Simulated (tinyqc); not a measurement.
Convergence with the basis: effective-mass impurity with a central-cell term, in a basis of Slater functions. Computed by tinyqc, a small Python program. Command: `OMP_NUM_THREADS=1 python tinyqc.py 3020158 3020159 out.jsonl centralcell walk`. One thread of a shared host (Intel(R) Xeon(R) Processor @ 2.30GHz), about 0.01 s of CPU time with the checks.

The envelope obeys H = -nabla^2 - (2/r) [Z + A exp(-kappa r)] in effective units, with kappa = a*/lambda; positive A deepens the well near the core.

Inputs (values chosen for the exercise, with mass and screening modelled on GaAs):
```
quantity                    value      unit
effective mass m           0.0695       m_0
dielectric constant eps      12.9         -
charge Z of the core            2         -
central-cell strength A       -15         -
central-cell range lambda       2  angstrom
smallest exponent zeta_1     0.36      1/a*
ratio beta of exponents       2.1         -
```

Impurity: donor, one isotropic band.

Constants: Ry = 13.605693123 eV; a_0 = 0.529177210903 angstrom.

Method:
- Units: Ry* = Ry m/eps^2 and a* = a_0 eps/m, with m in m_0.
- kappa = a*/lambda; the hydrogenic ground state is bound by Z^2 Ry*.
- For s functions exp(-zeta r), with s = zeta_i + zeta_j: S = 2/s^3, T = zeta_i zeta_j S, V = -2 Z/s^2, W = -2 A/(s + kappa)^2; each function is normalised by dividing by sqrt(S_ii S_jj).
- Large basis: zeta_i = 0.06 x 1.6^(i-1), i = 1..22, same formulas; for p functions r exp(-zeta r): S = 24/s^5, T = zeta_i zeta_j S (centrifugal term included), V = -12 Z/s^4, W = -12 A/(s + kappa)^4; overlap eigenvalues below 1e-11 are dropped.
- Binding energies are -E Ry*; the effective quantum number is nu = Z/sqrt(-E); |psi(0)|^2 is given relative to the hydrogenic Z^3/(pi a*^3).
- zeta_i = zeta_1 beta^(i-1), i = 1..n.
- The error is the lowest level above the large-basis value.

kappa = 49.1107 1/a*

Ry* = 5.68232 meV

1s binding energy = 21.3706 meV

Error of the 1s level:
```
n  error (meV)  largest exponent (1/a*)
1   1.3937e+01                    0.360
2   6.0164e+00                    0.756
3   3.1896e-01                    1.588
4   3.1780e-01                    3.334
5   7.1296e-02                    7.001
6   3.6677e-02                   14.703
7   1.4277e-02                   30.876
8   1.3660e-02                   64.839
```

What follows from these numbers?

The error falls from 13.9 to 0.0137 meV. At n = 8 it falls by less than 5 %, where the largest exponent has not yet passed kappa by much.

Extremes, crossings and ranges named in words are read from the listed rows.
